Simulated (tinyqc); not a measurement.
What moves the results: dielectric confinement in a thin film (image charges). A value that a table varies takes the place of the one given here.

A film |z| < t/2 of dielectric constant eps between half-spaces of dielectric constant e2; lam = (eps - e2)/(eps + e2), q = e^2/(4 pi eps0). The self-energy of a band edge is taken with the high-frequency value, e2 = eh, and the field of a fixed ion with the static one, e2 = eo. A charge at z has images lam^|n| at n t + (-1)^n z. Its self-energy is S(z) = (q/2 eps) sum over n >= 1 of lam^n [1/(n t - 2z) + 1/(n t + 2z)] for odd n and 2 lam^n/(n t) for even n; at the centre S(0) = -(q/(eps t)) ln(1 - lam).

Donor at the centre, lam from the static eo, trial function cos(pi z/t) exp(-rho/l): E(l) = c/(m l^2) - (q/eps) times the integral over k of F(k t) (1 + (k l/2)^2)^(-3/2), with F(x) = F0 + 2 lam exp(-x) G/(1 - lam exp(-x)), F0 = 2[(1 - exp(-x/2))/x + x (1 + exp(-x/2))/(x^2 + 4 pi^2)], G = 2 sinh(x/2)[1/x - x/(x^2 + 4 pi^2)]; c = hbar^2/2m0. The binding energy is -E at the minimum, counted from the subband edge with its self-energy.

Constants: e^2/(4 pi eps0) = 14.39964547 eV angstrom; hbar^2/2m0 = 3.80998211 eV angstrom^2; Ry = 13.60569312 eV.

Values chosen for the exercise (near those of a Ge film between layers of a low-k oxide; shifted at random, so the results belong to these values and not to a real crystal):
- eps = 16.3 (dielectric constant of the film)
- eh = 2 (high-frequency dielectric constant outside)
- eo = 2.6 (static dielectric constant outside)
- m = 0.154 m0 (mass in the plane)
- mz = 0.124 m0 (mass across the film)
- ts = (10, 15, 22, 32, 48, 70, 100) angstrom (thicknesses)
- t = 56 angstrom (film thickness)

## Thinning the film

<S> is the mean over (2/t) cos^2(pi z/t); confinement c (pi/t)^2/mz; donor binding with and without images.

Results:

| t (angstrom) | <S> (meV) | confinement (meV) | binding, no images (meV) | binding (meV) | l (angstrom) |
|---|---|---|---|---|---|
| 10 | 149.7 | 3032.5 | 26.8 | 167.6 | 19.5 |
| 15 | 99.8 | 1347.8 | 25.3 | 130.2 | 22.8 |
| 22 | 68.0 | 626.5 | 23.5 | 101.7 | 26.6 |
| 32 | 46.8 | 296.1 | 21.5 | 79.3 | 30.8 |
| 48 | 31.2 | 131.6 | 19.1 | 60.2 | 36.3 |
| 70 | 21.4 | 61.9 | 16.9 | 46.3 | 42.2 |
| 100 | 15.0 | 30.3 | 14.7 | 36.0 | 48.6 |

Between 100 and 10 angstrom the binding goes from 36.0 to 167.6 meV; quantum confinement alone would take it from 14.7 to 26.8, so the images supply +21.3 and +140.7 meV. |<S>| goes as 1/t and exceeds the confinement energy beyond 203 angstrom. Hard-wall energies above 300 meV (up to t = 22 angstrom) overstate the confinement: walls are finite and valleys non-parabolic.

## Choice of the surrounding dielectric

The same film between different dielectrics; in this table one value e2 serves for both eo and eh.

Results:

| case | lam | <S> (meV) | binding (meV) | l (angstrom) |
|---|---|---|---|---|
| e2 = 1 | 0.884 | 37.2 | 80.2 | 37.3 |
| e2 = 2.5 | 0.734 | 23.5 | 55.1 | 38.5 |
| e2 = 3.9 | 0.614 | 17.2 | 44.2 | 39.5 |
| e2 = 7.5 | 0.370 | 8.6 | 30.4 | 41.5 |
| e2 = 16 | 0.009 | 0.2 | 18.5 | 45.0 |
| e2 = 25 | -0.211 | -3.7 | 13.5 | 47.5 |
| e2 = 80 | -0.661 | -10.3 | 6.2 | 54.3 |

The binding spans a factor 12.8, from 80 meV in vacuum to 6.2 meV for e2 = 80; going from 3.9 to 25 changes it by -30.7 meV and the band edge by -20.9 meV, so the binding responds 1.47 times as much as the edge (for an orbit much smaller than t the binding would change by twice the change of S(0), -36.1 meV; here l/t = 0.70 for e2 = 3.9).

## What each parameter does

<S> is the mean over (2/t) cos^2(pi z/t). Each row changes one parameter from the base and keeps the others.

Results:

| case | lam from eh | <S> (meV) | binding (meV) | l (angstrom) |
|---|---|---|---|---|
| base | 0.781 | 26.7 | 54.1 | 38.6 |
| t = 66 angstrom | 0.781 | 22.7 | 48.3 | 41.2 |
| eps = 14.7 | 0.760 | 28.0 | 59.0 | 36.4 |
| eo = 3.6 | 0.781 | 26.7 | 46.1 | 39.3 |
| eh = 2.6 | 0.725 | 22.9 | 54.1 | 38.6 |
| m = 0.185 m0 | 0.781 | 26.7 | 57.2 | 34.5 |

The largest shifts from the base row, up to three for each result and ties (the steps differ in size, so this ranks the rows, not the parameters). lam from eh: eh -0.057, eps -0.021; unchanged at the printed digits by t, eo and m. <S> (meV): t -4.0, eh -3.8, eps +1.2; unchanged at the printed digits by eo and m. binding (meV): eo -8.0, t -5.8, eps +4.9; unchanged at the printed digits by eh. l (angstrom): m -4.0, t +2.6, eps -2.1; unchanged at the printed digits by eh.

(tinyqc, `OMP_NUM_THREADS=1 python tinyqc.py 1251155 1251156 out.jsonl`, Intel(R) Xeon(R) Processor @ 2.30GHz, 1 thread, shared host, about 0.03 s.)
